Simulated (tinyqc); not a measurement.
Worked calculation: Born-Oppenheimer dynamics on the PBE/sto-3g surface (energies and gradients from PySCF), for H3-, spin multiplicity 1. The basis has no diffuse functions, so it cannot describe the extra electron: this is an exercise in the method, not the real anion. Computed by tinyqc, a small Python program that keeps every step (integrals from PySCF). Settings: charge = -1, multiplicity = 1, basis = sto-3g, functional = pbe,pbe, time step (fs) = 0.2, steps = 16. Command: `OMP_NUM_THREADS=1 python tinyqc.py 23060 23061 out.jsonl` (the two numbers bound the seeds that draw the settings). One thread of a shared host (Intel(R) Xeon(R) Processor @ 2.60GHz), about 4 s of CPU time with the checks.

positions (bohr), order 1H, 2H, 3H:
$$\begin{pmatrix}
-0.018897 & -0.026456 & -0.062361 \\
0.017008 & -0.086927 & 1.602488 \\
0.030236 & -0.102045 & -1.551465
\end{pmatrix}$$

The total energy should stay constant up to terms of order dt^2; the step counts as short enough if it moves by less than 2 % of the largest kinetic energy.

Trajectory:
```
time (fs)  1H-2H (angstrom)  potential (hartree)  kinetic (hartree)  total (hartree)
0.000000           0.881786          -1.38855825         0.00257270      -1.38598555
0.200000           0.890878          -1.39099345         0.00499687      -1.38599658
0.400000           0.901415          -1.39462315         0.00861001      -1.38601313
0.600000           0.913250          -1.39918198         0.01314903      -1.38603294
0.800000           0.926241          -1.40434968         0.01829625      -1.38605343
1.000000           0.940251          -1.40979004         0.02371772      -1.38607232
1.200000           0.955144          -1.41518630         0.02909836      -1.38608794
1.400000           0.970789          -1.42026745         0.03416804      -1.38609941
1.600000           0.987058          -1.42482310         0.03871653      -1.38610657
1.800000           1.003824          -1.42870763         0.04259787      -1.38610976
2.000000           1.020965          -1.43183643         0.04572679      -1.38610964
2.200000           1.038362          -1.43417716         0.04807018      -1.38610698
2.400000           1.055900          -1.43573898         0.04963647      -1.38610251
2.600000           1.073469          -1.43656165         0.05046476      -1.38609690
2.800000           1.090969          -1.43670569         0.05061501      -1.38609068
3.000000           1.108303          -1.43624415         0.05015989      -1.38608426
3.200000           1.125384          -1.43525615         0.04917820      -1.38607795
```

Is the time step short enough?

Yes. The total energy moves within 1.2e-04 hartree, under 2 % of the largest kinetic energy.
